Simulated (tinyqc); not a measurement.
Which rule serves at which density: Fermi-Dirac statistics of conduction electrons.

F_j(eta) = (1/Gamma(j + 1)) integral_0^infinity x^j dx/(1 + exp(x - eta)), which tends to exp(eta) for eta << 0.

With u = n/Nc: Boltzmann eta = ln u; Joyce-Dixon eta = ln u + u/sqrt(8) - 4.95009e-3 u^2 + 1.48386e-4 u^3 - 4.42563e-6 u^4; Nilsson eta = ln u/(1 - u^2) + v/(1 + (0.24 + 1.08 v)^-2) with v = (3 sqrt(pi) u/4)^(2/3); fully degenerate limit eta = v; exact: F_1/2(eta) = u.

Inputs chosen for the exercise: u_scale = 1.12 (factor on the ladder of u).

u runs over u_scale times 0.01, 0.03, 0.1, 0.3, 1, 2, 4, 8, 15, 30. Errors are rule minus exact, in kT.

eta and errors:
```
u       eta exact  Boltzmann  Joyce-Dixon  Nilsson  degenerate
0.0112     -4.488     -0.004        0.000    0.001       4.548
0.0336     -3.381     -0.012        0.000    0.000       3.507
0.112      -2.150     -0.040        0.000   -0.003       2.431
0.336      -0.972     -0.118        0.000   -0.005       1.557
1.12        0.503     -0.390        0.000    0.004       0.801
2.24        1.575     -0.769        0.000    0.003       0.495
4.48        2.996     -1.496        0.000   -0.003       0.290
8.96        5.047     -2.854       -0.005   -0.006       0.169
16.8        7.824     -5.002       -0.109   -0.004       0.107
33.6       12.523     -9.008       -2.729   -0.003       0.066
```

Within 0.05 kT: Boltzmann up to u = 0.112, Joyce-Dixon up to u = 8.96 of those listed. Nilsson never errs by more than 0.006 kT. The degenerate limit is still off by +0.066 kT at the last row, since it leaves out the thermal term -pi^2/(12 eta) = -0.066. Boltzmann always falls short, because it lets more than one electron into a state.

(tinyqc, `OMP_NUM_THREADS=1 python tinyqc.py 1650710 1650711 out.jsonl`, Intel(R) Xeon(R) Processor @ 2.30GHz, 1 thread, shared host, about 0.01 s.)
